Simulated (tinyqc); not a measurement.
# Resistance of a tapered via with liner, size effect and interface: several studies

A round via whose diameter grows from db at the bottom as D(z) = db + 2 z/tan(ang). The fill, of diameter D - 2 tl, starts above the bottom liner (thickness fb tl) and has rho = rho0 (1 + ks lam/(D - 2 tl)); the sidewall liner conducts in parallel with it. The bottom liner and the interface are crossed over the full area pi db^2/4. Spreading in the lines above and below is left out.

Inputs (values chosen for the exercise); fill metal close to copper: diameter at the bottom db = 12 nm; height hv = 28 nm; sidewall angle ang = 89 degrees; bulk resistivity of the fill rho0 = 1.64 uohm cm; mean free path of the fill lam = 40.8 nm; size-effect factor ks = 1.4; liner on the sidewall tl = 2.4 nm; liner at the bottom over that on the sidewall fb = 0.7; resistivity of the liner rl = 460 uohm cm; interface resistivity at the bottom ri = 1.5e-12 ohm cm^2; ballistic conductance per area, about 3/(4 rho0 lam) Sb = 1.1e15 S/m^2; bulk resistivity of the second fill (close to cobalt) rho2 = 6.03 uohm cm; its mean free path lam2 = 11.6 nm; its liner tl2 = 1.1 nm.

Each table varies one quantity; the others keep the values above.

## Via resistance against the diameter at the bottom

Slices between z0 = fb tl and hv, evaluated at their midpoints: conductance per length pi/4 [(D - 2 tl)^2/rho + (D^2 - (D - 2 tl)^2)/rl], slice resistance = slice height over that. 2000 slices. R_fill = sum of the slices; R_bottom = rl fb tl/(pi db^2/4); R_interface = ri/(pi db^2/4); ballistic (Sharvin) limit 1/(Sb pi (db - 2 tl)^2/4); ideal cylinder rho0 hv/(pi db^2/4).

Via resistance against the diameter at the bottom:
```
db (nm)	R_fill (ohm)	R_bottom (ohm)	R_interface (ohm)	R (ohm)	ballistic limit (ohm)	R over ideal cylinder	largest part
8.3	436.91	142.83	2.7723	582.51	94.489	68.635	fill
11	109.45	81.319	1.5784	192.35	30.112	39.807	fill
16	23.099	38.436	0.74604	62.281	9.2274	27.270	bottom liner
22	7.3353	20.330	0.39460	28.060	3.9126	23.228	bottom liner
30	2.6654	10.933	0.21221	13.810	1.8227	21.259	bottom liner
42	0.96922	5.5780	0.10827	6.6555	0.83643	20.080	bottom liner
58	0.39248	2.9250	0.056773	3.3742	0.40897	19.414	bottom liner
80	0.16805	1.5374	0.029842	1.7353	0.20468	18.995	bottom liner
```

Read the table: what changes, and by how much?

R falls from 583 to 1.74 ohm. The fill is the largest part at db = 8.3, the bottom liner from 16 on. R goes as db^(-3.93) between the first two rows and db^(-2.07) between the last two; area alone gives -2. For db = 22, 30, 42, 58, 80 the ballistic limit exceeds half of R_fill, so the diffusive model understates R.

## Via resistance against the liner on the sidewall

Same model as above.

2000 slices.

The same in every row: R_interface (ohm) = 1.326.

Via resistance against the liner on the sidewall:
```
tl (nm)	R_fill (ohm)	R_bottom (ohm)	R (ohm)	ballistic limit (ohm)	R over ideal cylinder	largest part
0	20.95	0	22.28	8.038	5.487	fill
0.5	26.07	14.24	41.63	9.566	10.25	fill
1	33.10	28.47	62.90	11.57	15.49	fill
1.5	43.04	42.71	87.07	14.29	21.45	fill
2	57.56	56.94	115.8	18.09	28.53	fill
2.4	74.36	68.33	144.0	22.33	35.47	fill
2.9	105.9	82.57	189.8	30.11	46.74	fill
3.4	157.1	96.80	255.2	42.81	62.86	fill
```

What does the comparison show?

R rises from 22.3 to 255 ohm. The fill is the largest part at tl = 0 and in all other rows. The share of the two bottom terms goes from 5.95 to 38.4 %.

## Two fill metals against the diameter

2000 slices. R_fill = sum of the slices; R_bottom = rl fb tl/(pi db^2/4); R_interface = ri/(pi db^2/4). The second fill has rho2, lam2 and tl2 in place of rho0, lam and tl.

Results:
```
db (nm)	R, first fill (ohm)	R, second fill (ohm)	ratio second/first
8.5	524.30	214.36	0.40885
12	144.01	82.764	0.57470
17	53.086	34.544	0.65071
24	22.886	15.396	0.67271
35	9.8486	6.6350	0.67370
70	2.2847	1.5135	0.66244
100	1.0988	0.72200	0.65709
```

Estimate the missing row, db = 49 nm.

Computed row:
```
db (nm)	R, first fill (ohm)	R, second fill (ohm)	ratio second/first
49	4.8025	3.2111	0.66862
```

With this row back in the table: The ratio goes from 0.409 to 0.657. The second fill gives the lower R in every row.

tinyqc, about 0.01 s, one thread, Intel Xeon 2.30GHz (shared host): `OMP_NUM_THREADS=1 python tinyqc.py 2750177 2750178 out.jsonl`
